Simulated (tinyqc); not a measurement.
Gain for each load and current direction: deformation-potential model of the L valleys of a conduction band.

Valleys with axes along [111], [1-1-1], [-11-1] and [-1-11], one whole valley each. Herring-Vogt shift of a valley with unit axis a: dE = Xd tr(e) + Xu a.e.a. Non-degenerate shares n_i = exp(-dE_i/kT)/sum_j exp(-dE_j/kT). Inverse mass tensor of a valley: (1 - a a)/mt + a a/ml; the masses are taken as independent of strain.

s11 = (C11 + C12)/((C11 - C12)(C11 + 2 C12)), s12 = -C12/((C11 - C12)(C11 + 2 C12)), s44 = 1/C44; exx = s11 sxx + s12 (syy + szz) and cyclic, exy = s44 sxy/2; tension is positive. A uniaxial stress X along the unit vector n is s_ij = X n_i n_j.

Constants: kB = 8.617333262e-05 eV/K.

Parameters, chosen for this exercise (near those of Ge; not measured data): ml = 1.578 m0 (longitudinal mass); mt = 0.084 m0 (transverse mass); Xd = -7.05 eV (dilation potential); Xu = 16.41 eV (uniaxial potential); C11 = 128 GPa; C12 = 48.7 GPa; C44 = 67.2 GPa; X1 = 1.3 GPa (size of the stress); T = 350 K (temperature).

Each load has the size X1. Gain m_c(0)/m_c - 1 in per cent from repopulation alone, m_c = 1/(u.M.u), M = sum_i n_i (inverse mass tensor); biaxial means sxx = syy.

Gain (%); + is tension, - compression:
```
load                [100]  [010]  [001]  [110]  [1-10]  [111]
uniaxial [110] (+)    0.0    0.0    0.0   43.4   -43.4   29.0
uniaxial [110] (-)    0.0    0.0    0.0  -43.4    43.4  -29.0
uniaxial [100] (+)    0.0    0.0    0.0    0.0     0.0    0.0
uniaxial [100] (-)    0.0    0.0    0.0    0.0     0.0    0.0
uniaxial [111] (+)    0.0    0.0    0.0   15.2   -15.2   30.4
uniaxial [111] (-)    0.0    0.0    0.0  -44.4    44.4  -88.9
biaxial (001) (+)     0.0    0.0    0.0    0.0     0.0    0.0
biaxial (001) (-)     0.0    0.0    0.0    0.0     0.0    0.0
```

The largest gain is +44.4 %, for uniaxial [111] (-) with the current along [1-10]; for a [110] channel it is +43.4 %, under uniaxial [110] (+). No gain or loss appears under biaxial (001) and uniaxial [100]: the valleys stay equivalent.

Program tinyqc; command `OMP_NUM_THREADS=1 python tinyqc.py 1051088 1051089 out.jsonl`; about 0.02 s on one thread of a shared Intel(R) Xeon(R) Processor @ 2.30GHz.
